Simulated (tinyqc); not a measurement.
What each parameter does: buckled dimers of a reconstructed (001) surface, two dangling bonds a dimer.

In a dimer one atom moves up by z and the other down by z; the dangling bond of the up atom (more s-like) falls by gm z and that of the down atom rises by gm z. With all dimers tilted alike: H(k) = [[-gm z - 2 ta cos k, -tp - 2 tx cos k], [., gm z - 2 ta cos k]], k along the row in 1/a. Two electrons a dimer fill the lowest N of the 2N levels on the mesh k_j = (j + 1/2) pi/N. Total energy a dimer: W(z) = (2/N) sum of the filled levels + kf z^2. Repulsion between electrons is left out.

Parameters, chosen for this exercise (of the size met on Si(001); the results hold for these values, not for the real material):

| symbol | value | unit | meaning |
|---|---|---|---|
| tp | 0.27 | eV | pi coupling inside a dimer |
| ta | 0.08 | eV | coupling between like atoms along the row |
| tx | 0.03 | eV | diagonal coupling along the row |
| gm | 2.07 | eV/angstrom | shift of a dangling bond with height |
| kf | 8.5 | eV/angstrom^2 | force constant of buckling |
| N | 8 |  | k points |

z minimises W on 0 to 1 angstrom; gain over flat dimers; gap on 201 points from 0 to pi. Each row changes one parameter from the base and keeps the others.

Results:

| case | z (angstrom) | gain (eV) | gap (eV) |
|---|---|---|---|
| base | 0.2055 | 0.1113 | 0.6928 |
| tp = 0.23 eV | 0.2163 | 0.1519 | 0.6925 |
| ta = 0.11 eV | 0.2055 | 0.1113 | 0.5728 |
| tx = 0.06 eV | 0.2050 | 0.1190 | 0.7064 |
| gm = 2.236 eV/angstrom | 0.2334 | 0.1746 | 0.8601 |
| kf = 7.65 eV/angstrom^2 | 0.2368 | 0.1527 | 0.8042 |

The largest shifts from the base row, up to three for each result and ties (the steps differ in size, so this ranks the rows, not the parameters). z (angstrom): kf +0.0313, gm +0.0279, tp +0.0108; unchanged at the printed digits by ta. gain (eV): gm +0.0633, kf +0.0415, tp +0.0406; unchanged at the printed digits by ta. gap (eV): gm +0.1673, ta -0.1200, kf +0.1114.

(tinyqc, `OMP_NUM_THREADS=1 python tinyqc.py 1482066 1482067 out.jsonl`, Intel(R) Xeon(R) Processor @ 2.30GHz, 1 thread, shared host, about 0.05 s.)
